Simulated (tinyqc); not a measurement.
# Worked calculation: on-chip interconnect, size-dependent resistivity and RC delay

Numbers from tinyqc (`OMP_NUM_THREADS=1 python tinyqc.py 2100101 2100102 out.jsonl`; about 0.01 s on one thread of a shared Intel Xeon 2.30GHz). Printed values are rounded.

A rectangular line between two neighbours and two ground planes. Surface and grain-boundary scattering are added to the bulk resistivity as corrections; capacitances are parallel-plate values without fringing; inductance is ignored.

Parameters, values chosen for the exercise; metal values close to those of tungsten: bulk resistivity rho0 = 5.42 uohm cm; bulk mean free path lam = 15.4 nm; specular share of surface scattering ps = 0; reflection coefficient of grain boundaries Rg = 0.36; grain size over the metal width gr = 1.5; drawn line width wd = 36 nm; aspect ratio, height over width AR = 2.6; liner on both walls and the bottom, not conducting tl = 0.7 nm; space to the neighbouring lines sp = 36 nm; dielectric height to the planes above and below hd = 70 nm; relative permittivity of the dielectric ek = 3.9; Miller factor of the neighbours Mf = 1; line length Lw = 51 um; driver resistance Rd = 3000 ohm; load capacitance Cl = 3.2 fF; time step dt = 17 ps.

Constants: eps0 = 8.8541878128e-12 F/m. Results are converted to the units shown.

## Resistivity, resistance and capacitance per length

Metal width x = wd - 2 tl, height y = AR wd - tl; grain boundaries (Mayadas-Shatzkes): al = (lam/(gr x)) Rg/(1 - Rg), g = 1/[1 - 3 al/2 + 3 al^2 - 3 al^3 ln(1 + 1/al)] - 1; surfaces (Fuchs-Sondheimer, thick limit): s = (3/8) lam (1 - ps)(1/x + 1/y); rho = rho0 (1 + g + s); r = rho/(x y); c = eps0 ek (2 wd/hd + 2 Mf AR wd/sp).

x = 34.6 nm
y = 92.9 nm
al = 0.1669075
g = 0.2405617
s = 0.2290711
rho = 7.965410 uohm cm
r = 24.78086 ohm/um
c = 0.2150809 fF/um

rho is 1.47 times the bulk value; grain boundaries add more (0.241 against 0.229). The liner takes 4.61 % of the cross-section.

## Ladder and Elmore delays

4 equal pi sections: series Rs = r Lw/4; node capacitances c Lw/4, halved at nodes 0 and 4, with Cl added to node 4; Rd feeds node 0. Elmore delay of node k: the sum, over the resistors on the path to k, of resistance times all capacitance downstream of it.

Rs = 315.9559 ohm

| node | C (fF) | Elmore delay (ps) |
|---|---|---|
| 0 | 1.371141 | 42.50737 |
| 1 | 2.742281 | 46.55097 |
| 2 | 2.742281 | 49.72813 |
| 3 | 2.742281 | 52.03885 |
| 4 | 4.571141 | 53.48313 |

The far-end value equals Rd (c Lw + Cl) + r Lw (c Lw/2 + Cl) for any number of pi sections; the line resistance contributes 20.5 % of it.

## Step 1: node voltages after a time step

v at t = 0, node 0 to 4 (V): [0, 0, 0, 0, 0]

A 1 V step is applied behind Rd at t = 0. C dv/dt = -G v + b, with G the conductance matrix of the ladder (1/Rs between neighbours, 1/Rd added at node 0) and b = (1 V/Rd, 0, ...). Backward Euler step: (C/dt + G) v(new) = (C/dt) v + b.

v at t = 1 dt, node 0 to 4 (V): [0.3600331, 0.3018076, 0.2589643, 0.2293197, 0.2113628]

## Step 2: node voltages after a time step

As before.

v at t = 2 dt, node 0 to 4 (V): [0.5294180, 0.4841735, 0.4482236, 0.4219197, 0.4054320]

## Course in time

A 1 V step is applied behind Rd at t = 0. C dv/dt = -G v + b, with G the conductance matrix of the ladder (1/Rs between neighbours, 1/Rd added at node 0) and b = (1 V/Rd, 0, ...). Backward Euler step: (C/dt + G) v(new) = (C/dt) v + b. The last column solves the same ladder exactly by its modes.

Voltages (V):

| t (ps) | node 0 | node 2 | node 4 | node 4, exact |
|---|---|---|---|---|
| 17.00 | 0.3600 | 0.2590 | 0.2114 | 0.2398 |
| 34.00 | 0.5294 | 0.4482 | 0.4054 | 0.4577 |
| 51.00 | 0.6490 | 0.5878 | 0.5550 | 0.6131 |
| 68.00 | 0.7377 | 0.6919 | 0.6673 | 0.7240 |
| 85.00 | 0.8039 | 0.7697 | 0.7513 | 0.8031 |
| 102.0 | 0.8534 | 0.8279 | 0.8141 | 0.8596 |
| 119.0 | 0.8904 | 0.8713 | 0.8610 | 0.8998 |
| 136.0 | 0.9181 | 0.9038 | 0.8961 | 0.9285 |
| 153.0 | 0.9388 | 0.9281 | 0.9223 | 0.9490 |
| 170.0 | 0.9542 | 0.9462 | 0.9419 | 0.9636 |
| 187.0 | 0.9658 | 0.9598 | 0.9566 | 0.9741 |
| 204.0 | 0.9744 | 0.9700 | 0.9676 | 0.9815 |

The far end of the ladder reaches 0.5 V at 38.09 ps, 0.712 of its Elmore delay (ln 2 = 0.693 for a single pole); the slowest mode has a time constant of 50.33 ps. The largest error of the backward Euler steps at that node is 58 mV.
